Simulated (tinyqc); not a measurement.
Worked calculation: Pariser-Parr-Pople SCF with singles CI, for the molecule [CH2+]C(C=O)=CC=CO (SMILES; centres numbered as the heavy atoms are written). One step of it, computed by the program tinyqc.

Problem. Iteration 1: orbitals and new P. Diagonalise F (the basis is taken as orthonormal) and form P = 2 sum c c over the lowest orbitals; 0.5 of the old P is kept.

F (eV), lower triangle:
```
           1C         2C         3C          4O         5C          6C          7C          8O
1C  -7.112683
2C  -5.504314  -7.700783
3C   0.000000  -3.933972  -7.589071
4O   0.722756   0.000000  -6.323010  -12.417172
5C   0.000000  -4.124503   0.000000    0.278828  -8.566646
6C   0.654267   0.000000   0.168933    0.000000  -5.467179  -10.387911
7C   0.000000   0.149822   0.000000   -0.075744   0.000000   -4.324375  -13.602093
8O  -0.346524   0.000000  -0.049990    0.000000   0.770861    0.000000   -6.010792  -21.805000
```

pi electrons, sum of z_r less the charge = 8

P at the start, lower triangle:
```
           1C         2C         3C         4O         5C        6C        7C        8O
1C   1.000000
2C   0.799028   1.000000
3C   0.000000   0.396103   1.000000
4O  -0.385196   0.000000   0.914726   1.000000
5C   0.000000   0.445070   0.000000  -0.115197   1.000000
6C  -0.353958   0.000000  -0.071531   0.000000   0.789500  1.000000
7C   0.000000  -0.081059   0.000000   0.040373   0.000000  0.496273  1.000000
8O   0.296468   0.000000   0.035528   0.000000  -0.406610  0.000000  0.863431  1.000000
```

Give: orbital energies; P after iteration 1.

Solution.

orbital energies (eV): -25.2773  -17.8274  -16.8252  -13.8460  -9.1490  -4.1775  -2.9293  0.8504

P after iteration 1, lower triangle:
```
         1C       2C       3C       4O       5C       6C      7C      8O
1C   0.8197
2C   0.7745   1.0030
3C   0.0602   0.3756   0.8495
4O  -0.3256  -0.0180   0.8930   1.1850
5C   0.1359   0.4757   0.0334  -0.1269   0.8422
6C  -0.2711   0.0025  -0.0604   0.0009   0.7185   1.0148
7C  -0.1344  -0.1440  -0.0215   0.0700   0.1275   0.5961  0.9239
8O   0.2492   0.0525   0.0331  -0.0265  -0.3279  -0.1202  0.7059  1.3619
```
